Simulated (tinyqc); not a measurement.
Inside a calculation. Method: Hubbard ring of 4 sites. Computed by tinyqc, a small Python program that keeps every step. Settings: hopping = 1.67, U = 4.5, mixing = 0.5, iteration cap = 64. Command: `OMP_NUM_THREADS=1 python tinyqc.py 31875 31876 out.jsonl` (the two numbers bound the seeds that draw the settings). One thread of a shared host (Intel(R) Xeon(R) Processor @ 2.60GHz), about 0.2 s of CPU time with the checks. Later iterations appear only in the table of the cycle.

## Mean-field iteration 1

one-body matrix (hopping and site energies) (eV):
```
           1          2          3          4
1   0.000000  -1.670000   0.000000  -1.670000
2  -1.670000   0.000000  -1.670000   0.000000
3   0.000000  -1.670000   0.000000  -1.670000
4  -1.670000   0.000000  -1.670000   0.000000
```

U = 4.500000 eV

electrons, up and down: 2  2

mixing = 0.500000

n(up) at the start (a guess, not normalised): 1 0.550000, 2 0.450000, 3 0.550000, 4 0.450000

n(down) at the start (a guess): 1 0.450000, 2 0.550000, 3 0.450000, 4 0.550000

H(up) = T + U n(down), H(down) = T + U n(up); fill the lowest levels; n(new) = n + mixing (n(out) - n); E = tr T (rho up + rho down) + U sum n_up n_down of the output.

levels, up (eV): -1.097570  2.025000  2.475000  5.597570

levels, down (eV): -1.097570  2.025000  2.475000  5.597570

energy = -3.446206 eV

n(up) after iteration 1: 1 0.658402, 2 0.341598, 3 0.658402, 4 0.341598

n(down) after iteration 1: 1 0.341598, 2 0.658402, 3 0.341598, 4 0.658402

## Mean-field iteration 2

As before.

levels, up (eV): -1.165215  1.537193  2.962807  5.665215

levels, down (eV): -1.165215  1.537193  2.962807  5.665215

energy = -3.676499 eV

n(up) after iteration 2: 1 0.730290, 2 0.269710, 3 0.730290, 4 0.269710

n(down) after iteration 2: 1 0.269710, 2 0.730290, 3 0.269710, 4 0.730290

## Convergence

Each step fills the lowest levels of T + U n(other spin) and sets n(new) = n + mixing (n(out) - n); stop when output and input agree to 1e-8.

Course of the cycle:
```
iteration       E (eV)  largest |n(out) - n(in)|  mean |n_up - n_down|
1          -3.44620558                  2.17e-01              0.533606
2          -3.67649926                  1.44e-01              0.604358
3          -3.77050662                  9.38e-02              0.648168
4          -3.80772170                  6.03e-02              0.674927
5          -3.82226401                  3.83e-02              0.691282
6          -3.82791822                  2.42e-02              0.701320
7          -3.83011282                  1.52e-02              0.707510
8          -3.83096418                  9.51e-03              0.711339
9          -3.83129443                  5.94e-03              0.713714
10         -3.83142254                  3.71e-03              0.715189
11         -3.83147224                  2.31e-03              0.716106
...                ...                       ...                   ...
28         -3.83150374                  7.41e-07              0.717617
29         -3.83150374                  4.62e-07              0.717618
30         -3.83150374                  2.88e-07              0.717618
31         -3.83150374                  1.79e-07              0.717618
32         -3.83150374                  1.12e-07              0.717618
33         -3.83150374                  6.95e-08              0.717618
34         -3.83150374                  4.33e-08              0.717618
35         -3.83150374                  2.70e-08              0.717618
36         -3.83150374                  1.68e-08              0.717618
37         -3.83150374                  1.05e-08              0.717618
38         -3.83150374                  6.52e-09              0.717618
```

local moments n_up - n_down: 1 0.717618, 2 -0.717618, 3 0.717618, 4 -0.717618

Converged in 38 iterations. Before convergence this energy mixes input and output and is not variational, so it may rise towards its limit.

## Exact diagonalisation (36 states)

Lowest levels of the sector, and the double occupancy of the lowest state.

lowest levels (eV): -4.238524  -3.891716  -2.626262  -1.777170  -1.777170  -1.414559

double occupancy per site = 0.096300

The mean-field solution above lies 0.4070 eV above the exact energy.

## The lowest level by Lanczos steps

From a random start vector (not printed): a_j = <q_j|H|q_j>, b_j = norm of the remainder after orthogonalising; the Ritz value is the lowest eigenvalue of the tridiagonal matrix of a and b so far.

Lanczos:
```
j   a_j (eV)  b_j (eV)  lowest Ritz value (eV)
1   2.445150  4.691417              2.44515013
2   4.716078  4.976387             -1.24625549
3   4.203484  4.297736             -2.89460574
4   5.459513  4.802527             -3.45198270
5   3.869002  4.769374             -3.77272450
6   3.378007  3.471478             -4.10584897
7   6.143362  2.826345             -4.21441216
8   5.137650  5.093172             -4.22678782
9   5.650856  4.306027             -4.23236491
10  5.461528  3.821519             -4.23453390
```
